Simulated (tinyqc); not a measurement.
Field-effect mobility of a thin-film transistor with band-tail and deep states (multiple trapping). Changing the temperature T. Computed by tinyqc, a small Python program. Command: `OMP_NUM_THREADS=1 python tinyqc.py 3018358 3018359 out.jsonl tft sweep`. One thread of a shared host (Intel(R) Xeon(R) Processor @ 2.30GHz), about 0.2 s of CPU time with the checks.

A thick film in accumulation at small drain voltage. Only free electrons move; trapped ones still screen the gate. N_c and mu_0 are held fixed when T changes, leaving out the T^(3/2) growth of N_c. x = E_0 - psi is the distance of the Fermi level below the band edge.

Inputs (values chosen for the exercise, modelled on an amorphous In-Ga-Zn oxide):
```
quantity                                           value         unit
permittivity eps                                    11.5            -
effective density of states N_c                  4.9e+18       1/cm^3
band mobility mu_0                                    16   cm^2/(V s)
tail density at the edge g_t                     8.1e+19  1/(eV cm^3)
tail width E_t                                        25          meV
deep-state density g_d                             5e+15  1/(eV cm^3)
flat-band Fermi level below the edge, E_0           0.38           eV
equivalent oxide thickness t                         6.3           nm
surface band bending psi_s as a fraction of E_0     0.85            -
```

Deep states: included.

Constants: k_B = 8.617333262e-05 eV/K; e = 1.602176634e-19 C; eps_0 = 8.8541878128e-12 F/m.

Method:
- F_j(eta) = int_0^infinity x^j/(1 + exp(x - eta)) dx, without a gamma-function factor.
- Integrals over x = E/(k_B T) use 160 Gauss-Legendre points in u = sqrt(x) from 0 to sqrt(max(eta, 0) + 32).
- Free n(x) = N_c (2/sqrt(pi)) F_1/2(-x/k_B T), with F_1/2 from its two-term series in exp(-x/k_B T) for x >= 12 k_B T; tail n_t(x) = int_0^1.2eV g_t exp(-E/E_t)/(1 + exp((x - E)/k_B T)) dE, E counted down from the edge, 120 Gauss-Legendre points; deep charge g_d psi; space charge rho(psi) = n + n_t + g_d psi less its value at psi = 0.
- Poisson: F(psi) = sqrt((2 e/(eps eps_0)) int_0^psi rho dpsi'); V_G - V_FB = psi_s + eps F(psi_s) t/3.9; free sheet density N_f = int (n - n(E_0))/F dpsi; induced sheet density N_i = eps eps_0 F(psi_s)/e; trapezoid rule on 301 even points in psi, the first interval left out of N_f.
- mu_eff = mu_0 N_f/N_i; field-effect mobility mu_FE = mu_0 e (dN_f/dV_G)/C_ox and swing S = dV_G/dlog10(N_f), by a central difference of +/- 2 mV in psi_s; C_ox = 3.9 eps_0/t.

One run for each value; columns: (1) temperature T (K); (2) effective mobility mu_eff (cm^2/(V s)); (3) free sheet density N_f (1/cm^2); (4) V_G - V_FB (V); (5) swing S (mV/decade):
```
(1)    (2)        (3)     (4)    (5)
170  1.523  3.520e+10  0.4311  152.0
203  2.729  7.306e+10  0.4482  211.9
236  3.950  1.224e+11  0.4679  279.1
269  5.047  1.792e+11  0.4890  350.4
301  5.955  2.383e+11  0.5102  420.9
334  6.737  3.012e+11  0.5321  493.6
367  7.380  3.644e+11  0.5539  565.1
400  7.908  4.267e+11  0.5754  634.6
```

What does the table show, and why?

Over the rows, effective mobility mu_eff (cm^2/(V s)) rises from 1.52 to 7.91 (exponent d ln y / d ln x 3.3 between the first rows and 0.80 between the last); free sheet density N_f (1/cm^2) rises from 3.52e10 to 4.27e11 (exponent d ln y / d ln x 4.1 between the first rows and 1.8 between the last); V_G - V_FB (V) rises from 0.431 to 0.575 (exponent d ln y / d ln x 0.22 between the first rows and 0.44 between the last). At fixed band bending the Arrhenius slope of N_f between the last rows is 60 meV, against E_0 - psi_s = 57 meV.
